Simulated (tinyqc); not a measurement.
MOSFET in the linear regime without short-channel effects, parameter extraction from computed curves: one step of the calculation.

Inversion charge Q = Cox n Vt W0(exp((Vg - VT)/(n Vt))), W0 the Lambert function and n = nf; u = Q/Cox; mobility mu = mu0/(1 + th1 u + th2 u^2); channel resistance Rch = (L - dL)/(W mu Q); Id = Vd/(Rch + Rsd/W). Cox = eps0 eox/tox. Small Vd, no channel-length or drain effects.

Question. The Y function. Y_i = Id_i/sqrt(gm_i). For Id = beta Vd x/(1 + th x), x = Vg - VT, Y = sqrt(beta Vd) x whatever th. Slope s from points 7 and 10; VT_Y = Vg - Y/s at point 10; beta = s^2/Vd; mobility beta L/(W Cox) with the drawn L; th* = (beta Vd x/Id - 1)/x at point 10.

Inputs (values chosen for the exercise); channel values of the order met in silicon transistors: relative permittivity of the gate insulator (close to zirconium oxide) eox = 24.4; insulator thickness tox = 19 nm; low-field mobility mu0 = 390 cm^2/(V s); second mobility attenuation factor th2 = 0.06 1/V^2; gate width W = 1 um; drawn gate length L = 0.22 um; drawn less effective length dL = 0.014 um; drain voltage Vd = 0.05 V.

Constants: eps0 = 8.8541878128e-14 F/cm where lengths are in cm. Results are converted to the units shown.

```
point,Vg (V),Id (uA)
0,0.45,0.0046596564
1,0.55,0.11918192
2,0.65,1.8187417
3,0.75,7.1603788
4,0.85,13.448760
5,0.95,19.200518
6,1.05,24.178345
7,1.15,28.433184
8,1.25,32.069280
9,1.35,35.188458
10,1.45,37.877788
11,1.55,40.208749
```

```
point,gm (uS)
1,9.0704103
2,35.205984
3,58.150089
4,60.200695
5,53.647925
6,46.163330
7,39.454679
8,33.776372
9,29.042539
10,25.101455
```

Wanted: Y; s; VT_Y; beta; mobility from Y; th*.

Answer.

```
point,Y (uA^0.5 V^0.5)
1,0.03957
2,0.3065
3,0.9390
4,1.733
5,2.621
6,3.559
7,4.527
8,5.518
9,6.530
10,7.560
```

s = 10.11 uA^0.5 V^-0.5
VT_Y = 0.7023 V
beta = 2045 uA/V^2
mobility from Y = 395.7 cm^2/(V s)
th* = 1.362 1/V

The mobility from Y is 5.0 % below mu0 L/(L - dL) = 417 cm^2/(V s), which it should reach in deep inversion when th2 = 0.

Program tinyqc, `OMP_NUM_THREADS=1 python tinyqc.py 2210154 2210155 out.jsonl`; Intel Xeon 2.30GHz, shared host, one thread, about 0.01 s.
